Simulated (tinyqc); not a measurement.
# Permittivity of the insulator from five potentials

Question. A node lies on a semiconductor-insulator interface. Steps: hs = tb/3 down into the semiconductor, ho = tox/2 up into the insulator, hy = L/7 sideways. The flux balance of its box reads eox (hy/ho)(above - node) + eps_r (hy/hs)(below - node) + [(eps_r hs + eox ho)/(2 hy)](left + right - 2 node) - q Na (hs/2) hy/eps0 = 0. Find eox.

Parameters, values chosen for the exercise; semiconductor permittivity close to that of silicon: relative permittivity of the semiconductor eps_r = 11.6; half the body thickness tb = 6 nm; insulator thickness tox = 1.6 nm; channel length L = 40 nm; acceptor density of the depleted body Na = 3.4e17 cm^-3.

Constants: q = 1.602176634e-19 C, eps0 = 8.8541878128e-14 F/cm where lengths are in cm. Results are converted to the units shown.

psi (V): node 0.10551395, above 0.092998505, below 0.12314898, left 0.16389883, right 0.094546240

Solution. The balance is linear in eox.

eox = 7.50

Program tinyqc, `OMP_NUM_THREADS=1 python tinyqc.py 2480111 2480112 out.jsonl`; Intel Xeon 2.30GHz, shared host, one thread, about 0.2 s.
